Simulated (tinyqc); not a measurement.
Worked calculation: grain-boundary trapping model (Seto) of a polycrystalline semiconductor film. Computed by tinyqc, a small Python program that keeps every step. Command: `OMP_NUM_THREADS=1 python tinyqc.py 3020089 3020090 out.jsonl poly walk`. One thread of a shared host (Intel(R) Xeon(R) Processor @ 2.30GHz), about 0.01 s of CPU time with the checks. Intermediate numbers are printed to about 5 digits and carried at full precision; extremes and crossings named in words are read from the listed rows.

Grains of equal size L are joined by thin boundaries with one trap level. Trapped carriers deplete a width W on each side and raise a barrier, crossed by thermionic emission. Dopants are fully ionised, statistics are non-degenerate and mu_g does not depend on T.

Inputs (values chosen for the exercise, modelled on polycrystalline germanium):
```
quantity                                     value    unit
permittivity eps                                16       -
effective mass m                              0.19     m_0
effective density of states at 300 K, N_c  5.7e+18  1/cm^3
grain size L                                    35      nm
trap density Q_t                           5.6e+11  1/cm^2
trap level E_t below the band edge            0.25      eV
doping N                                   1.3e+18  1/cm^3
temperature T                                  350       K
```

Grain interior: neglected.

Constants: e = 1.602176634e-19 C; eps_0 = 8.8541878128e-12 F/m; k_B = 8.617333262e-05 eV/K; m_0 = 9.1093837015e-31 kg; k_B = 1.380649e-23 J/K.

## Critical doping

If all traps fill, the grain is just depleted at N* = Q_t/L, with the barrier e Q_t L/(8 eps eps_0).

N* = 1.60e+17 1/cm^3

barrier at N* with all traps filled = 0.027708 V

The traps stay filled only while e V_B is below E_t - k_B T ln(N_c(T)/N*) = 0.135 eV. The barrier above stays below that, so nearly all traps can fill.

## Barrier

N_c(T) = N_c (T/300 K)^(3/2). Filled traps Q = Q_t/(1 + (1/2) exp((E_t* - E_F)/k_B T)), where E_t* = e V_B - E_t and E_F are counted from the band edge at the grain centre. Partial depletion: Q = 2 N W, V_B = e N W^2/(2 eps eps_0), E_F = k_B T ln(N/N_c); solve for W. If that W would exceed L/2 the grain is fully depleted: W = L/2, Q = N L, and E_F follows from the trap equation. Centre density n_0 = N_c exp(E_F/k_B T).

depletion width W = 2.1522 nm

barrier V_B = 0.0034049 V

E_F = -0.051554 eV

centre density n_0 = 1.30e+18 1/cm^3

The grain is partly depleted; 99.9 % of the traps are filled, and they hold 12.3 % of the carriers. Caution: E_F is within 2 k_B T of the band edge, so non-degenerate statistics fail, and tunnelling through so thin a barrier adds to the current. Caution: e V_B is below 2 k_B T, where the depletion approximation fails and the mean density does not balance the trapped charge.

## Resistivity and effective mobility

Boundary: sigma_b = L e^2 n_0 exp(-e V_B/k_B T)/sqrt(2 pi m k_B T); rho = 1/sigma_b. Mean carrier density n_av = n_0 [(1 - 2W/L) + (2W/L) (sqrt(pi)/2) erf(y)/y], y = sqrt(e V_B/k_B T); effective mobility 1/(e n_av rho).

boundary resistivity = 0.0069484 ohm cm

resistivity rho = 0.0069484 ohm cm

mean carrier density = 1.2942e+18 1/cm^3

effective mobility = 694.08 cm^2/(V s)

Caution: the barrier is below 2 k_B T, so scattering inside the grains, left out here, also limits the real mobility.

## Activation energy

E_a = d ln(rho)/d(1/k_B T) from T - 5 K and T + 5 K; temperature coefficient d ln(rho)/dT.

activation energy E_a = -0.011622 eV

temperature coefficient = 0.11012 %/K

With a fixed barrier the boundary term gives E_a = e V_B - k_B T/2 = -0.0117 eV, the second term coming from the thermal velocity in the prefactor.

## Against the doping

The formulas are those given above.

The same film:
```
N (1/cm^3)  W (nm)   V_B (V)  mean density (1/cm^3)  mobility (cm^2/(V s))  rho (ohm cm)
4.80e+15    17.500  0.000831             2.8429e+13                 759.45    2.8908e+02
1.60e+16    17.500  0.002771             1.0665e+14                 727.33    8.0467e+01
4.00e+16    17.500  0.006927             3.5140e+14                 662.20    2.6822e+01
8.00e+16    17.500  0.013854             1.2370e+15                 564.35    8.9408e+00
1.30e+17    17.500  0.022513             6.5853e+15                 459.37    2.0633e+00
1.90e+17    14.589  0.022867             1.5765e+17                 436.81    9.0640e-02
3.20e+17     8.711  0.013732             2.9880e+17                 525.45    3.9754e-02
6.40e+17     4.367  0.006903             6.2861e+17                 626.47    1.5849e-02
1.60e+18     1.749  0.002767             1.5952e+18                 707.84    5.5275e-03
6.40e+18     0.437  0.000693             6.3988e+18                 756.14    1.2900e-03
```

The barrier peaks among these rows at N = 1.9e17 (0.023 V) and the mobility has its minimum at 1.9e17; N* is 1.6e17. While the grain is fully depleted (W = L/2) V_B grows as N; once all traps are filled it falls as 1/N (last exponent -1.00). Partly depleted rows (W < L/2) with e V_B below 2 k_B T stretch the depletion approximation. Where the barrier is low the mobility is too high, because scattering inside the grains is left out. Where N approaches N_c the non-degenerate statistics fail. rho drops most steeply, as N^-8.2, between 1.3e17 and 1.9e17.

Checks made by the program: charge in the traps against the depleted charge (relative difference below 1e-10).
